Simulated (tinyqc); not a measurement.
Polar nitride quantum well with polarisation fields: sweeps and comparisons. A value that a table varies takes the place of the one given here.

Growth along [0001]. e_par = (a_sub - a)/a, Ppz = 2 e_par (e31 - e33 C13/C33), P = Psp + Ppz in each layer; strain relaxation and the strain shift of the gaps are left out, although thick layers with more than about 1 % mismatch would relax.

In a periodic stack without free charge the potential drop over a period vanishes: F_w = (P_b - P_w) Lb/(eps0 (eps_w Lb + eps_b Lw)), F_b = -F_w Lw/Lb, eps0 = 8.8541878e-12 F/m; 1 MV/cm = 1e8 V/m = 0.01 V/angstrom.

Envelope functions on cells of 0.25 angstrom over barrier, well, barrier (widths Lb, Lw, Lb), psi = 0 beyond, psi'/m continuous (mean mass between points), c = hbar^2/2m0. With u(z) the integral of e F (F_w in the well, F_b = -F_w Lw/Lb in the barriers, 1 MV/cm = 0.01 V/angstrom), zero at the centre of the well, the electron sees u plus Vc in the barriers and the hole -u plus Vv. The transition is Eg + E_e + E_h; excitons are left out.

Constants: hbar^2/2m0 = 3.80998211 eV angstrom^2; hc = 1239.841984 eV nm.

Inputs chosen for the exercise (near those of an InGaN well in GaN; shifted at random, so the results belong to these values and not to a real crystal): a_w = 3.278 angstrom (lattice constant a, well); a_b = 3.189 angstrom (lattice constant a, barrier); a_sub = 3.189 angstrom (in-plane lattice constant of the stack); Psp_w = -0.0298 C/m^2 (spontaneous polarisation); Psp_b = -0.0347 C/m^2 (spontaneous polarisation); e31_w = -0.364 C/m^2; e31_b = -0.352 C/m^2; e33_w = 0.698 C/m^2; e33_b = 0.646 C/m^2; C_w = 0.283 (C13/C33); C_b = 0.263 (C13/C33); eps_w = 11.4 (dielectric constant); eps_b = 10.5 (dielectric constant); Lb = 80 angstrom (barrier width); Eg = 2.49 eV (gap of the well); Vc = 0.646 eV (conduction offset); Vv = 0.304 eV (valence offset); me = 0.168 m0 (electron, well); meb = 0.2 m0 (electron, barrier); mh = 1.87 m0 (hole, everywhere); Ls = (10, 14, 20, 28, 38, 50) angstrom (well widths); Lw = 28 angstrom (well width).

## Width of the well

Field, levels and overlap anew for each width.

Results:
```
Lw (angstrom)  F_w (MV/cm)  E (eV)  E without field (eV)  overlap^2  ln overlap^2
10                  -3.144  2.9054                2.9570      0.655         -0.42
14                  -3.020  2.7423                2.8342      0.525         -0.64
20                  -2.850  2.5509                2.7216      0.279         -1.28
28                  -2.652  2.3485                2.6398     0.0808         -2.52
38                  -2.439  2.1389                2.5864     0.0104         -4.57
50                  -2.225  1.9274                2.5529   0.000508         -7.59
```

The red shift grows from 52 to 625 meV. The line drops below Eg between 20 and 28 angstrom, which a square well can never do. Over the last two rows dE/dLw = -17.6 meV per angstrom, against -|e F_w| = -22.3 in the last row; the field itself weakens by 29 % over the table, since a wider well shares the drop with the barrier. The overlap falls by a factor 1.29e+03.

## Screening the field

F_w = -2.6516 MV/cm

Carriers or a semipolar orientation reduce the field; here it is simply scaled in well and barrier.

Results:
```
share of the field  F_w (MV/cm)  E (eV)     nm  overlap^2  separation (angstrom)
1.0                      -2.652  2.3485  527.9      0.081                   17.5
0.8                      -2.121  2.4321  509.8       0.14                   15.8
0.6                      -1.591  2.5072  494.5       0.23                   13.8
0.4                      -1.061  2.5712  482.2       0.40                   11.2
0.2                      -0.530  2.6193  473.4       0.69                    7.2
0.0                       0.000  2.6398  469.7       0.96                    0.0
```

Full screening shifts the line by -58.3 nm (+291 meV). The first fifth of the screening gives 84 meV and the last fifth 21 meV; a purely quadratic shift would give a ratio of 9, a linear one 1, and here it is 4.1.

## What each parameter does

Polarisation, field, levels and overlap anew. Each row changes one parameter from the base and keeps the others.

Results:
```
case                    F_w (MV/cm)  E (eV)  overlap^2  red shift (meV)
base                         -2.652  2.3485      0.081              291
Lw = 33 angstrom             -2.541  2.2391      0.031              370
Lb = 65 angstrom             -2.510  2.3729      0.094              267
a_sub = 3.179 angstrom       -2.663  2.3466      0.080              293
Psp_b = -0.0382 C/m^2        -2.914  2.3045      0.062              335
e33_w = 0.768 C/m^2          -2.732  2.3351      0.075              305
eps_w = 12.5                 -2.471  2.3777      0.097              262
mh = 1.31 m0                 -2.652  2.3667       0.10              279
Vc = 0.549 eV                -2.652  2.3326      0.072              300
```

The largest shifts from the base row, up to three for each result and ties (the steps differ in size, so this ranks the rows, not the parameters). F_w (MV/cm): Psp_b -0.262, eps_w +0.180, Lb +0.141; unchanged at the printed digits by mh and Vc. E (eV): Lw -0.1093, Psp_b -0.0439, eps_w +0.0293. overlap^2: Lw -0.0500, mh +0.0194, Psp_b -0.0184. red shift (meV): Lw +78, Psp_b +44, eps_w -29.

Program tinyqc; command `OMP_NUM_THREADS=1 python tinyqc.py 1251133 1251134 out.jsonl`; about 0.07 s on one thread of a shared Intel(R) Xeon(R) Processor @ 2.30GHz.
